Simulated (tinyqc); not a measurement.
Worked calculation: averaged masses of warped heavy- and light-hole bands. Values are carried at full precision from step to step, so a last printed digit may differ when a step is redone from the rounded ones.

Constants: Ry = 13.60569312 eV; a0 (Bohr radius) = 0.5291772105 angstrom; kB = 8.617333262e-05 eV/K; hbar^2/2m0 = 3.80998211 eV angstrom^2.

Inputs chosen for the exercise (near those of InP; shifted at random, so the results belong to these values and not to a real crystal): g1 = 5.15 (Luttinger gamma1); g2 = 1.58 (gamma2); g3 = 2.12 (gamma3); eps = 13.19 (dielectric constant); mso = 0.209 m0 (split-off mass); Dso = 0.113 eV (spin-orbit splitting); T = 300 K (temperature).

## Other forms of the parameters

Dresselhaus-Kip-Kittel form E = c [A k^2 -/+ sqrt(B^2 k^4 + C^2 (kx^2 ky^2 + ky^2 kz^2 + kz^2 kx^2))] with A = g1, B = 2 g2, C^2 = 12 (g3^2 - g2^2). Spherical form: mu = (6 g3 + 4 g2)/(5 g1), delta = (g3 - g2)/g1, masses 1/(g1 (1 -/+ mu)). Effective rydberg R* = Ry/(g1 eps^2) and radius a* = a0 g1 eps.

A, B, |C|: [5.150, 3.160, 4.897]

mu, delta: [0.7394, 0.1049]

spherical masses, heavy and light (m0): [0.7452, 0.1116]

R* = 15.19 meV
a* = 35.9 angstrom

delta/mu = 0.14 measures the warping against the spherical splitting.

## Masses along six directions

Four-band hole energies E = c k^2 f(u), c = hbar^2/2m0, f = g1 -/+ 2 sqrt(g2^2 + 3 (g3^2 - g2^2) s), s = ux^2 uy^2 + uy^2 uz^2 + uz^2 ux^2 for the unit vector u; minus for heavy, plus for light holes; the mass along u is 1/f.

Give s and both masses.

Masses (m0):
```
direction        s   heavy   light
[100]      0.00000  0.5025  0.1203
[110]      0.25000  0.8676  0.1093
[111]      0.33333  1.0989  0.1065
[310]      0.09000  0.6005  0.1158
[211]      0.25000  0.8676  0.1093
[331]      0.27424  0.9255  0.1085
```

The heavy mass grows by a factor of 2.19 from [100] to [111] while the light one shrinks by 12 %; 1/m_heavy + 1/m_light = 2 g1 in every direction.

## Density-of-states masses from three directions

m_d^(3/2) is the angular mean of m(u)^(3/2). The rule mean = (10 F[100] + 16 F[110] + 9 F[111])/35 is exact for cubic harmonics up to sixth order. Total m_d = (m_h^(3/2) + m_l^(3/2))^(2/3).

m^(3/2):
```
direction    heavy    light
[100]      0.35622  0.04174
[110]      0.80818  0.03615
[111]      1.15196  0.03475
```

m_d heavy, light (m0): [0.8382, 0.1118]

total = 0.8652 m0
share of light holes = 4.6 %

## Averages on a grid

Grid: n x n midpoints in cos(theta) from 0 to 1 and phi from 0 to pi/2, equal weights. m_d = <f^(-3/2)>^(2/3). Conductivity mass for one scattering time: 1/m_c = <|w|^2 f^(-5/2)>/<f^(-3/2)> with w = grad_k(k^2 f)/(2 k), that is |w|^2 = f^2 + |angular gradient of f|^2/4.

Use n = 40.

m_d heavy, light (m0): [0.8003, 0.1114]

m_c heavy, light (m0): [0.6690, 0.1109]

The three-direction rule differs from the grid by +4.74 % for heavy holes. Warping makes m_c of the heavy holes 16 % smaller than m_d; on a sphere the two are equal.

## Effective density of states

Nv = 2 (kT/(4 pi c))^(3/2) [m_h^(3/2) + m_l^(3/2) + mso^(3/2) exp(-Dso/kT)], c = hbar^2/2m0, parabolic bands, m_h and m_l the density-of-states masses from the grid; 1 angstrom^-3 = 1e24 cm^-3.

prefactor = 2.5094e+19 cm^-3

the three terms: [0.71597, 0.03720, 0.00121]

Nv = 1.893e+19 cm^-3

shares (%): [94.9, 4.9, 0.2]

kT/Dso = 0.23: thermal holes reach energies comparable with Dso, where the four-band form fails and the true Nv is larger.

## Checks

- m_d and m_c of heavy holes for g2 = g3 against 1/(g1 - 2 g3): they agree to 1e-10 or better.
- m_d of heavy holes on grids of 40 and 160: both 0.8003.

Program tinyqc; command `OMP_NUM_THREADS=1 python tinyqc.py 1081147 1081148 out.jsonl`; about 0.03 s on one thread of a shared Intel(R) Xeon(R) Processor @ 2.30GHz.
